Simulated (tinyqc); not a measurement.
Read current of a NAND string, cells in series solved by shooting: one step of the calculation.

Cells in series, numbered from 0 at the source line (0 V) to the bit line, each followed by a gap resistance Rg. A cell with gate Vg, threshold VT, source Vs and drain Vd passes I = 2 nf K Vt^2 [F(Vs) - F(Vd)]/(1 + th max(Vg - VT, 0)), F(V) = ln^2(1 + exp((Vg - VT - nf V)/(2 nf Vt))). The selected cell has Vg = Vr, the others Vg = Vp.

Task. Node voltages for a trial current. For a trial current I start at 0 V and, cell by cell (the selected one is cell 4), solve for the drain: sqrt(F(Vd)) = sqrt(F(Vs) - I/k), k = 2 nf K Vt^2/(1 + th max(Vg - VT, 0)), Vd = [Vg - VT - 2 nf Vt ln(exp(sqrt F) - 1)]/nf, then add I Rg.

Values chosen for this exercise; values of the order met in vertical NAND strings:
- T = 300 K (temperature)
- K = 24 uA/V^2 (gain factor of a cell)
- nf = 1.7 (slope factor)
- th = 0.16 1/V (mobility reduction factor)
- Rg = 5.4 kohm (resistance of the gap between cells)
- Vbl = 0.5 V (bit-line voltage)
- Vp = 6.4 V (pass voltage)
- Vr = 4.23 V (read voltage on the selected word line)

Constants: q = 1.602176634e-19 C, kB = 1.380649e-23 J/K, Vt = kB T/q. Results are converted to the units shown.

second trial current = 3.2 uA
thresholds from the source end, cell 0 to 4 (V): [-1.6, -1.6, -1.6, -1.6, 2.8]

Wanted: node voltage after each cell and gap, trial 2.

Result.

node voltage after each cell and gap, trial 2, cell 0 to 4 (V): [0.05543, 0.1113, 0.1677, 0.2246, 0.4255]

tinyqc, about 0.5 s, one thread, Intel Xeon 2.30GHz (shared host): `OMP_NUM_THREADS=1 python tinyqc.py 2142234 2142235 out.jsonl`
